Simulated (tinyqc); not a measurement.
Disorder broadening of a one-dimensional band in the self-consistent Born approximation: two steps of the calculation.

The local Green function is G = g0(z - Sigma) with z = E + i eta and g0(z) = 1/(sqrt(z - 2t) sqrt(z + 2t)), principal roots; the self-energy is Sigma = D G. The density of states is -Im G/pi.

Parameters, values chosen for the exercise:
- t = 1 eV (hopping)
- D = 0.83 eV^2 (variance of the random site energy)
- eta = 0.01 eV (bare broadening)
- E = 2.112 eV (energy from the band centre)
- mix = 0.7 (mixing)

Constants: q = 1.602176634e-19 C, hbar = 1.054571817e-34 J s. Results are converted to the units shown.

Question 1. Born step. G = g0(z - Sigma), Sigma(out) = D G, Sigma(new) = Sigma + mix (Sigma(out) - Sigma).

Sigma after iteration 2 = 0.26558406-0.38493863i eV

Find: G; Sigma(out); Sigma after iteration 3.

Answer 1.

G = 0.40754-0.66651i 1/eV
Sigma(out) = 0.33826-0.55320i eV
Sigma after iteration 3 = 0.31645-0.50272i eV

Question 2. Density of states and lifetime. G = Sigma/D, density of states -Im G/pi, lifetime hbar/(2 |Im Sigma|); without disorder the density of states is -Im g0(z)/pi.

converged Sigma = 0.29816257-0.49422792i eV

Find: density of states; lifetime; density of states without disorder.

Answer 2.

density of states = 0.1895 1/eV
lifetime = 0.6659 fs
density of states without disorder = 0.02140 1/eV

Disorder makes the density of states at this energy 8.86 times the clean value.

Range of the model: The self-consistent Born approximation misses band tails from rare fluctuations and localisation.

tinyqc, about 0.01 s, one thread, Intel Xeon 2.30GHz (shared host): `OMP_NUM_THREADS=1 python tinyqc.py 2720025 2720026 out.jsonl`
